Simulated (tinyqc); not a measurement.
Grain-boundary diffusion: Harrison regimes, Fisher and Le Claire analysis, Hart average: one step, computed by the program tinyqc. Command: `OMP_NUM_THREADS=1 python tinyqc.py 3018437 3018438 out.jsonl gbdiff walk`. One thread of a shared host (Intel(R) Xeon(R) Processor @ 2.30GHz), about 0.01 s of CPU time with the checks.

A boundary is a slab of width delta with diffusivity D_b, normal to a surface held at constant concentration; it leaks into grains of diffusivity D.

Question. Regime. l = sqrt(D t); P = s delta D_b; alpha = s delta/(2 l); beta = P/(2 D l). Regime A if l > 3 d, C if alpha > 1, B if alpha < 0.1, l < d/4 and beta > 10, otherwise a transition.

Inputs (values chosen for the exercise, for a model polycrystal):

| quantity | value | unit |
|---|---|---|
| boundary width delta | 0.86 | nm |
| segregation factor s | 1 | - |
| grain size d | 0.094 | um |
| temperature T | 1900 | K |
| time t | 970000 | s |

D = 3.230071e-16 m^2/s

triple product P = 7.376057e-20 m^3/s

Give: lattice diffusion length l; alpha; beta; regime.

Answer.

lattice diffusion length l = 17.70 um

alpha = 2.429e-05

beta = 6.450

Regime: A

The leakage zones of neighbouring boundaries overlap fully: one effective diffusivity describes the profile.
